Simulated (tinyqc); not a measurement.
# MOSFET in the linear regime without short-channel effects, parameter extraction from computed curves, step by step

tinyqc, about 0.01 s, one thread, Intel Xeon 2.30GHz (shared host): `OMP_NUM_THREADS=1 python tinyqc.py 2210116 2210117 out.jsonl` Printed values are rounded.

Inversion charge Q = Cox n Vt W0(exp((Vg - VT)/(n Vt))), W0 the Lambert function and n = nf; u = Q/Cox; mobility mu = mu0/(1 + th1 u + th2 u^2); channel resistance Rch = (L - dL)/(W mu Q); Id = Vd/(Rch + Rsd/W). Cox = eps0 eox/tox. Small Vd, no channel-length or drain effects.

Parameters, values chosen for the exercise; channel values of the order met in silicon transistors:
- T = 77 K (temperature)
- eox = 25.7 (relative permittivity of the gate insulator (close to zirconium oxide))
- tox = 5.1 nm (insulator thickness)
- mu0 = 120 cm^2/(V s) (low-field mobility)
- th1 = 0.23 1/V (first mobility attenuation factor)
- th2 = 0 1/V^2 (second mobility attenuation factor)
- VT = 0.53 V (threshold voltage)
- nf = 1.35 (body factor)
- W = 1 um (gate width)
- L = 0.21 um (drawn gate length)
- dL = 0.011 um (drawn less effective length)
- Rsd = 210 ohm um (source plus drain resistance)
- Vd = 0.02 V (drain voltage)

Constants: q = 1.602176634e-19 C, kB = 1.380649e-23 J/K, Vt = kB T/q, eps0 = 8.8541878128e-14 F/cm where lengths are in cm. Results are converted to the units shown.

## Transfer curve

Vg, point 0 to 11 (V): 0.33  0.43  0.53  0.63  0.73  0.83  0.93  1.03  1.13  1.23  1.33  1.43

u, mu, Rch and Id as defined.

```
point        u (V)  mu (cm^2/(V s))   Rch (ohm)      Id (uA)
0      1.80158e-12              120  2.06303e14  9.69448e-11
1       1.27034e-7          120.000   2.92577e9   6.83580e-6
2       0.00508031          119.860     73244.9     0.272276
3        0.0803481          117.823     4711.26      4.06400
4         0.173455          115.396     2228.25      8.20261
5         0.269507          112.996     1464.57      11.9434
6         0.366748          110.665     1098.91      15.2799
7         0.464628          108.414     885.419      18.2579
8         0.562910          106.245     745.754      20.9259
9         0.661464          104.154     647.378      23.3269
10        0.760218          102.141     574.387      25.4976
11        0.859122          100.201     518.103      27.4686
```

## Threshold and mobility at the peak transconductance

gm_i = (Id_(i+1) - Id_(i-1))/(Vg_(i+1) - Vg_(i-1)); at the point j of largest gm the tangent meets the axis at V_ext = Vg_j - Id_j/gm_j; field-effect mobility gm_j L/(W Cox Vd) with the drawn L.

gm, point 1 to 10 (uS): 1.36138  20.3200  39.6517  39.3970  35.3862  31.5723  28.2301  25.3454  22.8587  20.7085
j = 3
V_ext = 0.527508 V
field-effect mobility = 93.3124 cm^2/(V s)

V_ext is 2.5 mV below the model VT, and the mobility so found is 26 % below mu0 L/(L - dL) = 127 cm^2/(V s), the value for the drawn L; attenuation, series resistance and the slow approach of Q to a straight line all lower the peak gm.

## The Y function

Y_i = Id_i/sqrt(gm_i). For Id = beta Vd x/(1 + th x), x = Vg - VT, Y = sqrt(beta Vd) x whatever th. Slope s from points 7 and 10; VT_Y = Vg - Y/s at point 10; beta = s^2/Vd; mobility beta L/(W Cox) with the drawn L; th* = (beta Vd x/Id - 1)/x at point 10.

Y, point 1 to 10 (uA^0.5 V^0.5): 5.85868e-6  0.0604015  0.645391  1.30683  2.00776  2.71936  3.43632  4.15656  4.87901  5.60307
s = 7.22249 uA^0.5 V^-0.5
VT_Y = 0.554219 V
beta = 2608.22 uA/V^2
mobility from Y = 122.758 cm^2/(V s)
th* = 0.756827 1/V

The mobility from Y is 3.1 % below mu0 L/(L - dL) = 127 cm^2/(V s), which it should reach in deep inversion when th2 = 0. th* compares with th1 + mu0 Cox Rsd/(L - dL) = 0.795 1/V, since series resistance enters like th1.
